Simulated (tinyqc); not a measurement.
# Admittance spectroscopy of a deep trap: effects of single changes

Schottky contact on an n-type layer with shallow donors Nd (all ionised) and a donor-like deep trap, neutral when filled and positive when empty; depletion approximation. Traps within lam of the depletion edge stay filled. The traps at xt = W - lam, where the level crosses the Fermi level, follow a slow signal and not a fast one. w = 2 pi f.

Inputs (values chosen for the exercise); material values close to those of silicon: relative permittivity eps_r = 11.6; conduction-band density of states at 300 K Nc = 2.84e19 cm^-3; thermal velocity at 300 K vth = 2.2e7 cm/s; shallow donor density Nd = 8.5e15 cm^-3; built-in voltage Vbi = 0.71 V; depth of the trap below the conduction edge Et = 0.25 eV; capture cross-section sn = 1.5e-14 cm^2; trap density Nt = 5.3e15 cm^-3; reverse bias Vr = 0 V; temperature T = 150 K.

Constants: q = 1.602176634e-19 C, kB = 1.380649e-23 J/K, eps0 = 8.8541878128e-14 F/cm where lengths are in cm. Results are converted to the units shown.

Each table varies one quantity; the others keep the values above.

## Effect of the bias

Emission rate en = sn vth(T) Nc(T) exp(-Et/kB T) = sn g T^2 exp(-Et/kB T), g = vth Nc/(300 K)^2, as vth goes as T^0.5 and Nc as T^1.5 (degeneracy factor 1). lam = sqrt(2 eps0 eps_r (EF - ET)/(q Nd)), EF - ET = Et - (kB T/q) ln(Nc(T)/Nd), Nc(T) = Nc (T/300 K)^1.5. In the steady state at the band bending V, 2 eps0 eps_r V/q = Nd W^2 + Nt (W - lam)^2 (the second term only if W > lam). V = Vbi + Vr. C_HF = eps0 eps_r/W, C_LF = eps0 eps_r (Nd + Nt)/(Nd W + Nt xt). Inflection frequency w0 = 2 en [1 + Nt xt/(Nd W)]; C = C_HF + (C_LF - C_HF)/(1 + (w/w0)^2), G/w = (C_LF - C_HF)(w/w0)/(1 + (w/w0)^2).

Results:
```
Vr (V)  W (nm)    xt/W  C_HF (nF/cm^2)  step (nF/cm^2)  step (% of C_HF)
0        305.0  0.4929           33.68           8.145             24.19
0.9      438.8  0.6475           23.41           3.665             15.66
2.6      608.8  0.7460           16.87           1.824             10.81
3.4      672.7  0.7701           15.27           1.478             9.684
4.3      737.5  0.7903           13.93           1.220             8.759
5.1      790.2  0.8043           13.00           1.056             8.127
6        845.4  0.8171           12.15          0.9181             7.557
```

Estimate the missing row, Vr = 1.7 V.

Computed row:
```
Vr (V)  W (nm)    xt/W  C_HF (nF/cm^2)  step (nF/cm^2)  step (% of C_HF)
1.7      526.6  0.7063           19.51           2.480             12.71
```

With this row back in the table: xt/W rises from 0.493 to 0.817 since lam stays at 155 nm, and the relative step falls from 24.2 to 7.56 %: the nearer xt lies to W in proportion, the less the traps add.

## Effect of the trap density

Same model as above.

V = Vbi + Vr.

Result of one run:
```
Nt (cm^-3)  W (nm)  step (% of C_HF)  w0/(2 en)
1.2e16       287.0             46.08      1.651
```

What becomes of these results when the trap density Nt is changed from 1.2e16 to 1.9e14 cm^-3, all else the same?

Result of the changed run:
```
Nt (cm^-3)  W (nm)  step (% of C_HF)  w0/(2 en)
1.9e14       326.2             1.047      1.012
```

The whole series:
```
Nt (cm^-3)  W (nm)  step (% of C_HF)  w0/(2 en)
1.9e14       326.2             1.047      1.012
4.3e14       325.0             2.345      1.027
9.8e14       322.3             5.220      1.060
2.3e15       316.3             11.62      1.138
5.2e15       305.3             23.80      1.302
1.2e16       287.0             46.08      1.651
2.7e16       263.5             80.62      2.312
```

The step rises from 1.05 to 80.6 %, as Nt^(0.99) between the first two rows and Nt^(0.69) between the last two, and w0/(2 en) rises from 1.01 to 2.31: for Nt near Nd the rule w0 = 2 en overstates the cross-section by that factor.

tinyqc, about 0.01 s, one thread, Intel Xeon 2.30GHz (shared host): `OMP_NUM_THREADS=1 python tinyqc.py 2050042 2050043 out.jsonl`
